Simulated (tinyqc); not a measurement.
Nanowire ballistic transistor, top-of-the-barrier model: transfer curve.

At the top of the source barrier, states moving towards the drain are filled by the source (Fermi level 0) and states moving back by the drain (Fermi level -q Vd); nothing scatters. U is the shift of the band edge there, set by the capacitances CG, CD and CS (the total) and by the charge. Parabolic one-dimensional subband; the source is grounded.

N0 = gv sqrt(2 m kB T/pi)/hbar, CG = 2 pi eps0 eox/ln(1 + 2 tox/d), CS = CG/aG, n0 = n at U = 0 and Vd = 0. eta1 = -(E0 + U)/Vt, eta2 = eta1 - Vd/Vt, n = (N0/2)[F_(-1/2)(eta1) + F_(-1/2)(eta2)], F_(-1/2)(x) = (1/sqrt(pi)) int_0^infinity u^(-1/2)/(1 + exp(u - x)) du. U = UL + q (n - n0)/CS with UL = -(aG Vg + aD Vd), energies in eV. I = gv (2 q^2/h) Vt [ln(1 + exp eta1) - ln(1 + exp eta2)]. CQ = (q/Vt) dn/d(eta1).

Values chosen for this exercise; mass and valleys close to those of gallium arsenide: temperature T = 200 K; effective mass m = 0.0701 m0; valley degeneracy gv = 1; relative permittivity of the gate insulator eox = 3.9; insulator thickness tox = 2.9 nm; wire diameter d = 3 nm; gate control CG/CS aG = 0.86; drain control CD/CS aD = 0.044; band edge at the barrier top above the source Fermi level at zero bias E0 = 0.16 eV; drain voltage Vd = 0.5 V.

Constants: q = 1.602176634e-19 C, kB = 1.380649e-23 J/K, hbar = 1.054571817e-34 J s, h = 6.62607015e-34 J s, m0 = 9.1093837015e-31 kg, Vt = kB T/q, eps0 = 8.8541878128e-14 F/cm where lengths are in cm. Results are converted to the units shown.

Results:
```
Vg (V)      eta1  n (cm^-1)     I (uA)  mean velocity I/(q n) (cm/s)      CQ/CS
0        -8.0074     167.23  4.4458e-4                      1.6593e7  6.6297e-4
0.09     -3.5708      13858   0.037051                      1.6687e7   0.053887
0.17    -0.42821   2.2807e5    0.67007                      1.8338e7    0.64269
0.26      2.0275   7.4133e5     2.8726                      2.4185e7    0.83000
0.44      7.7422   1.5653e6     10.339                      4.1227e7    0.41430
0.52      10.638   1.8417e6     14.205                      4.8142e7    0.34878
0.61      14.031   2.1186e6     18.736                      5.5196e7    0.30202
0.7       17.526   2.3697e6     23.403                      6.1641e7    0.26958
```

Estimate the missing row, Vg = 0.35 V.

Computed row:
```
Vg (V)    eta1  n (cm^-1)  I (uA)  mean velocity I/(q n) (cm/s)    CQ/CS
0.35    4.6972   1.2006e6  6.2846                      3.2672e7  0.55624
```

With this row back in the table: The current rises from 4.45e-4 to 23.4 uA. Between the first two rows the swing is 46.9 mV a decade, against Vt ln 10/aG = 46.1. CQ/CS goes from 6.6e-4 to 0.27, so a volt on the gate moves the band edge by 0.86 eV in the first row and 0.68 eV in the last. The mean velocity rises from 1.66e7 to 6.16e7 cm/s. At Vg = 0.7 V the source Fermi level lies over 0.3 eV above the band edge, where a light band is no longer parabolic.

tinyqc, about 0.04 s, one thread, Intel Xeon 2.30GHz (shared host): `OMP_NUM_THREADS=1 python tinyqc.py 2400083 2400084 out.jsonl`
